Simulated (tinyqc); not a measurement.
# Scattering mobility, thermal velocity and mass from two apparent mobilities

Question. 1/mu_app = 1/mu_0 + 1/mu_B with the ballistic mobility mu_B = vT L/(2 Vt) and vT = sqrt(2 kB T/(pi m)) (non-degenerate carriers); the mean free path is 2 Vt mu_0/vT. Find mu_0, vT, m and the mean free path.

Values chosen for this exercise:

| symbol | value | unit | meaning |
|---|---|---|---|
| T | 250 | K | temperature |

Constants: q = 1.602176634e-19 C, kB = 1.380649e-23 J/K, m0 = 9.1093837015e-31 kg, Vt = kB T/q. Results are converted to the units shown.

apparent mobility at L = 40 and 400 nm (cm^2/(V s)): 268.84028  331.23256

Solution. 1/mu_app is linear in 1/L: the slope is 2 Vt/vT and the intercept 1/mu_0.

mu_0 = 340 cm^2/(V s)
vT = 1.38e7 cm/s
m = 0.126 m0
mean free path = 10.6 nm

Program tinyqc, `OMP_NUM_THREADS=1 python tinyqc.py 2380079 2380080 out.jsonl`; Intel Xeon 2.30GHz, shared host, one thread, about 0.01 s.
